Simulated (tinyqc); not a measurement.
Bandgap voltage reference from two bipolar transistors: one step of the calculation.

Two transistors of area 1 and N carry the same current I. Is(T) = Is (T/T0)^eta exp[(Vg0 q/kB)(1/T0 - 1/T)], VBE1 = Vt ln(I/Is(T)) + I rb, VBE2 = Vt ln(I/(N Is(T))) + I rb/N. The amplifier forces I R1(T) = VBE1 - VBE2 + Vos, with R(T) = R (1 + tc (T - T0)) for both resistors, and the output is Vref = VBE1 + I R2(T). Base currents and the Early effect are neglected.

Question. Operating point at another temperature. Vt = kB T/q; I = (Vt ln N + Vos)/(R1(T) - rb (1 - 1/N)).

Parameters, values chosen for the exercise; values of the order met in silicon bipolar transistors:
- T0 = 300 K (reference temperature)
- Vg0 = 1.149 V (band-gap voltage extrapolated to 0 K)
- eta = 4.4 (temperature exponent of the saturation current)
- Is = 2e-16 A (saturation current of the unit transistor at T0)
- N = 24 (area ratio of the second transistor)
- R1 = 3.6 kohm (resistor across which the difference of VBE falls, at T0)
- tc = 1000 ppm/K (temperature coefficient of both resistors)
- Vos = 2.3 mV (offset of the amplifier)
- rb = 0 ohm (series resistance of the unit transistor)
- R2 = 26.21 kohm (output resistor at T0)
- T = 273 K (temperature)

Constants: q = 1.602176634e-19 C, kB = 1.380649e-23 J/K. Results are converted to the units shown.

Give: Vt; I; Is(T); VBE1; I R2; Vref.

Answer.

Vt = 0.02353 V
I = 22.00 uA
Is(T) = 1.629e-18 A
VBE1 = 0.7113 V
I R2 = 0.5611 V
Vref = 1.272 V

From T0 to T, VBE1 changes by 52.4 mV and I R2 by -53.8 mV, which leaves -1.48 mV in Vref.

Computed by the program tinyqc: `OMP_NUM_THREADS=1 python tinyqc.py 2062123 2062124 out.jsonl`, one thread of a shared Intel Xeon 2.30GHz, about 0.02 s for the whole run.
